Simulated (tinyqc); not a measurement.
Global model of a low-pressure process discharge: electron temperature, density, ion flux and ion energy: one step, computed by the program tinyqc.

Maxwellian electrons with temperature T_e in eV, one positive ion, no negative ions, uniform bulk density n; rate constants have the Arrhenius form.

Problem. Biased electrode. All bias power goes to ions: V_b = P_b/(J pi r^2). Debye length at the sheath edge lambda_D = sqrt(eps_0 T_e/(e h_L n)); Child-law sheath s = (sqrt2/3) lambda_D (2 V/T_e)^(3/4), V = V_b + V_s; ion transit time tau_i = 3 s sqrt(M/(2 e V)); collisions in the sheath s/lambda_i.

Inputs (values chosen for the exercise, of the order of those of an inductive discharge in a simple atomic gas):
```
quantity                        value  unit
ion mass M                         32     u
gas temperature T_g               500     K
bias power P_b                     15     W
radius of the biased electrode     10    cm
bias frequency                    0.4   MHz
```

ion current density J = 2.189715 mA/cm^2

T_e = 2.781513 eV

h_L = 0.2627407

plasma density n = 1.796195e+11 1/cm^3

wall potential V_s = 12.70600 V

ion mean free path = 0.9722880 cm

Constants: eps_0 = 8.8541878128e-12 F/m; e = 1.602176634e-19 C; u = 1.6605390666e-27 kg.

Give: bias voltage V_b; lambda_D; sheath width s; ion transit time; transit time over bias period; s/lambda_i.

Solution.

bias voltage V_b = 21.80 V

lambda_D = 57.07 micrometre

sheath width s = 0.2991 mm

ion transit time = 62.20 ns

transit time over bias period = 0.02488

s/lambda_i = 0.03076

Ions cross within a small part of a period and sample the instantaneous voltage: a broad, two-peaked energy distribution. The sheath is nearly free of collisions.
